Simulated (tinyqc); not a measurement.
Switching field against angle and time: single-domain magnet: Stoner-Wohlfarth switching, Neel-Arrhenius retention, LLG dynamics and spin torque. Computed by tinyqc, a small Python program. Command: `OMP_NUM_THREADS=1 python tinyqc.py 3012573 3012574 out.jsonl macro walk`. One thread of a shared host (Intel(R) Xeon(R) Processor @ 2.30GHz), about 0.05 s of CPU time with the checks.

The moment is uniform, with unit vector m; z is the easy axis. mu_0 = 1.25663706212e-6 T m/A, gamma = 1.76085963023e11 rad/(s T).

Inputs (values chosen for the exercise, for a model magnet):

| quantity | value | unit |
|---|---|---|
| saturation magnetisation M_s | 485 | kA/m |
| diameter d | 26 | nm |
| thickness t | 1.6 | nm |
| interface anisotropy K_i | 0.317 | mJ/m^2 |
| bulk anisotropy K_u | 0 | kJ/m^3 |
| exchange stiffness A | 19 | pJ/m |
| temperature T | 358 | K |
| attempt frequency f0 | 10 | GHz |
| waiting time t_w | 1e-08 | s |

Shape: thin disc, easy axis normal to it.

Constants: k_B = 1.380649e-23 J/K.

Method:
- The disc is treated as an oblate spheroid with p = t/d: N_z = [1 - p arccos(p)/sqrt(1 - p^2)]/(1 - p^2); V = pi d^2 t/4; K_eff = K_u + K_i/t + K_shape, K_shape = -(mu_0 M_s^2/4)(3 N_z - 1); mu_0 H_K = 2 K_eff/M_s.
- Delta = K_eff V/(k_B T); tau = exp(Delta)/f0; probability of a flip within t_w: P = 1 - exp(-t_w/tau). Wall width parameter sqrt(A/K_eff); a two-domain state costs 4 sqrt(A K_eff) times the cross-section that the wall cuts (d t).
- Energy over K_eff V: e(theta) = sin^2(theta) + 2 h cos(theta - psi) for m at the angle theta from +z and a field that points at psi from -z (it pulls m away from +z towards negative theta); h_sw = (cos^(2/3) psi + sin^(2/3) psi)^(-3/2).
- Switching field at T: the h at which the exact barrier equals ln(f0 t_w/ln 2) k_B T (0 if the zero-field barrier is lower). Sharrock form: h_sw [1 - (ln(f0 t_w/ln 2)/Delta)^(1/n)], n = 0.86 + 1.14 h_sw.

stability factor Delta = 12.0639

Fields over H_K:

| psi (degrees) | h_sw at T = 0 | thermal, exact barrier | thermal, Sharrock form |
|---|---|---|---|
| 1 | 0.90707 | 0.34930 | 0.33903 |
| 10 | 0.67381 | 0.29331 | 0.28289 |
| 20 | 0.57365 | 0.25872 | 0.25423 |
| 30 | 0.52402 | 0.23981 | 0.23879 |
| 45 | 0.50000 | 0.23029 | 0.23100 |
| 60 | 0.52402 | 0.23981 | 0.23879 |
| 75 | 0.61466 | 0.27350 | 0.26635 |
| 89 | 0.90707 | 0.34930 | 0.33903 |

What does the comparison show, and why?

At T = 0 the field is least at 45 degrees, H_K/2, and symmetric about it. Thermal help lowers it to 39 % at 1 degree and 46 % at 45 degrees; the Sharrock form misses the exact barrier by at most about 0.010 H_K, at psi = 10 (and its mirror angle). Caution: a flat cylinder has a smaller N_z than the spheroid of the same t/d, so K_eff of a real disc is larger.

Extremes, crossings and ranges named in words are read from the listed rows.
